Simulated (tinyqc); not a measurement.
## Strained Delta valleys, repopulation and conductivity mass: effect of the temperature

A cubic crystal with three pairs of conduction valleys along x, y and z under uniaxial stress X along [100] (X > 0 is tension); current along [010]. Non-degenerate electrons, fixed total density, one relaxation time for all valleys and stresses, masses unchanged by strain, so the mobility goes as the mean inverse mass.

Stress s_ij = X a_i a_j with a the unit vector along [100]; strain e_ii = s11 s_ii + s12 (s_jj + s_kk), e_ij = s44 s_ij/2. Valley shift dE = Xu (n.e.n - trace(e)/3) with n the valley axis; share f proportional to exp(-dE/Vt). Inverse mass along the current d = [010]: (n.d)^2/ml + (1 - (n.d)^2)/mt; mu/mu0 = sum f (1/m) over the plain mean of 1/m. pi is the small-stress slope -d(mu/mu0)/dX; each row is against the unstrained crystal at the same T.

Parameters, values chosen for the exercise; values close to those of silicon: compliance s11 = 7.56 1/TPa; compliance s12 = -2.1 1/TPa; compliance s44 = 12.5 1/TPa; shear deformation potential Xu = 8.87 eV; longitudinal mass ml = 0.895 m0; transverse mass mt = 0.19 m0; uniaxial stress (tension positive) X = -200 MPa.

Constants: q = 1.602176634e-19 C, kB = 1.380649e-23 J/K, Vt = kB T/q. Results are converted to the units shown.

Result of one run:
```
splitting/Vt	mu/mu0	pi (1e-11 1/Pa)
0.4323	1.054	25.66
```

Which temperature T gave this result: 120, 180, 300 or 460 K?

T = 460 K.

The whole series:
```
T (K)	splitting/Vt	mu/mu0	pi (1e-11 1/Pa)
77	2.583	1.286	153.3
120	1.657	1.209	98.34
180	1.105	1.143	65.56
240	0.8286	1.107	49.17
300	0.6629	1.085	39.34
380	0.5233	1.066	31.06
460	0.4323	1.054	25.66
```

The ratio mu/mu0 falls from 1.29 to 1.05, and pi goes as 1/T, from 153 to 25.7.

Program tinyqc, `OMP_NUM_THREADS=1 python tinyqc.py 2530122 2530123 out.jsonl`; Intel Xeon 2.30GHz, shared host, one thread, about 0.01 s.
